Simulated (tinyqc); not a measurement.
Splitting against the electric field: valley splitting in a one-orbital chain of atomic planes (second-neighbour model).

Each (001) plane carries one orbital with energy e0, hopping v to the next plane and u to the second: E(phi) = e0 + 2 v cos(phi) + 2 u cos(2 phi), where phi = pi - k a/4 (the sign of every second orbital is chosen so that v > 0, which shifts the phase by pi). The minimum lies at cos(phi0) = -v/(4u), phi0 = pi - (pi/2) k0 for a valley at k0 (2 pi/a), and e0 puts it at zero. A slab of N planes has hard walls: the matrix simply ends.

Parameters, chosen for this exercise (out of a larger set: near those of the Delta valleys of silicon; abrupt walls in this chain split the valleys several times more than measured wells; not measured data): a = 5.425 angstrom (lattice constant; planes lie a/4 apart); Nf = 120 (planes in the thick slab).

u = 0.573195 eV
v = 0.629282 eV
e0 = 1.319104 eV

A thick slab in a field F: plane j = 0, 1, ... gains the energy F j a/4 (1 MV/m = 1e-4 V/angstrom), which presses the electron against the first wall. The exponent is the slope of ln(splitting) against ln F between 20 and 50 MV/m.

Doublet:

| F (MV/m) | mean level (meV) | splitting (meV) | splitting/F (meV per MV/m) |
|---|---|---|---|
| 1 | 7.73 | 0.1415 | 0.1415 |
| 2 | 12.17 | 0.2822 | 0.1411 |
| 5 | 22.15 | 0.7056 | 0.1411 |
| 10 | 34.71 | 1.4118 | 0.1412 |
| 20 | 54.22 | 2.8252 | 0.1413 |
| 30 | 70.22 | 4.2399 | 0.1413 |
| 50 | 96.98 | 7.0728 | 0.1415 |

exponent = 1.00

The splitting goes from 0.1415 to 7.0728 meV. At high field it grows as F^1.00: at a single hard wall it follows the squared slope of the envelope, which is proportional to F, while the level itself grows about as F^(2/3) (here F^0.63). A hard wall is the sharpest interface possible; real Si interfaces split several times less.

(tinyqc, `OMP_NUM_THREADS=1 python tinyqc.py 1481276 1481277 out.jsonl`, Intel(R) Xeon(R) Processor @ 2.30GHz, 1 thread, shared host, about 0.02 s.)
